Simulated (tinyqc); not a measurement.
Inside a calculation. Method: tight binding, dimerised chain. One step of it, computed by the program tinyqc.

Problem. Open chain of 5 cells. The same hoppings without the wrap-around bond.

H of the open chain (eV):
```
            1          2          3          4          5          6          7          8
1    0.000000  -1.910000   0.000000   0.000000   0.000000   0.000000   0.000000   0.000000
2   -1.910000   0.000000  -1.930000   0.000000   0.000000   0.000000   0.000000   0.000000
3    0.000000  -1.930000   0.000000  -1.910000   0.000000   0.000000   0.000000   0.000000
4    0.000000   0.000000  -1.910000   0.000000  -1.930000   0.000000   0.000000   0.000000
5    0.000000   0.000000   0.000000  -1.930000   0.000000  -1.910000   0.000000   0.000000
6    0.000000   0.000000   0.000000   0.000000  -1.910000   0.000000  -1.930000   0.000000
7    0.000000   0.000000   0.000000   0.000000   0.000000  -1.930000   0.000000  -1.910000
8    0.000000   0.000000   0.000000   0.000000   0.000000   0.000000  -1.910000   0.000000
9    0.000000   0.000000   0.000000   0.000000   0.000000   0.000000   0.000000  -1.930000
10   0.000000   0.000000   0.000000   0.000000   0.000000   0.000000   0.000000   0.000000

            9         10
1    0.000000   0.000000
2    0.000000   0.000000
3    0.000000   0.000000
4    0.000000   0.000000
5    0.000000   0.000000
6    0.000000   0.000000
7    0.000000   0.000000
8   -1.930000   0.000000
9    0.000000  -1.910000
10  -1.910000   0.000000
```

Give: levels; weights of the highest filled level on the sites.

Solution.

levels (eV): -3.6843  -3.2298  -2.5131  -1.5917  -0.5340  0.5340  1.5917  2.5131  3.2298  3.6843

weights of the highest filled level on the sites: 0.1806  0.0141  0.1503  0.0522  0.1027  0.1027  0.0522  0.1503  0.0141  0.1806

The bulk gap runs from -0.0200 to 0.0200 eV; no level of this chain lies inside it.
